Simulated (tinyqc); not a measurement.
## Hall measurement with a parallel conducting layer

Two layers in parallel, unit Hall factors, low field: 1/Rs = q (ns mu + n2 m2); apparent mobility (ns mu^2 + sg n2 m2^2)/(ns mu + n2 m2); apparent density (ns mu + n2 m2)^2/(ns mu^2 + sg n2 m2^2); a negative value means the sign of the second layer.

Values chosen for this exercise: sheet density of the layer ns = 1.7e15 cm^-2; drift mobility mu = 70 cm^2/(V s); mobility of the parallel layer m2 = 2700 cm^2/(V s); sign of its carriers relative to the first layer sg = 1.

Constants: q = 1.602176634e-19 C. Results are converted to the units shown.

Hall measurement with a parallel conducting layer:

| n2 (cm^-2) | Rs (ohm/square) | apparent density (cm^-2) | apparent mobility (cm^2/(V s)) | share of the conductance in layer 2 (%) |
|---|---|---|---|---|
| 6e12 | 46.165 | 3.5105e14 | 385.13 | 11.982 |
| 2e13 | 36.078 | 1.9418e14 | 890.92 | 31.214 |
| 1e14 | 16.045 | 2.0523e14 | 1895.4 | 69.409 |
| 4e14 | 5.2056 | 4.9160e14 | 2439.0 | 90.075 |
| 2e15 | 1.1309 | 2.0879e15 | 2643.3 | 97.844 |
| 7e15 | 0.32817 | 7.0873e15 | 2683.5 | 99.374 |
| 3e16 | 0.076943 | 3.0087e16 | 2696.1 | 99.853 |
| 1e17 | 0.023107 | 1.0009e17 | 2698.8 | 99.956 |
| 5e17 | 0.0046229 | 5.0009e17 | 2699.8 | 99.991 |

The apparent mobility rises from 385 to 2700 cm^2/(V s), between mu = 70 and sg m2 = 2700. The apparent density never exceeds ns + n2; among the rows it falls to 0.113 of that sum, at n2 = 2e13.

Computed by the program tinyqc: `OMP_NUM_THREADS=1 python tinyqc.py 2850119 2850120 out.jsonl`, one thread of a shared Intel Xeon 2.30GHz, about 0.01 s for the whole run.
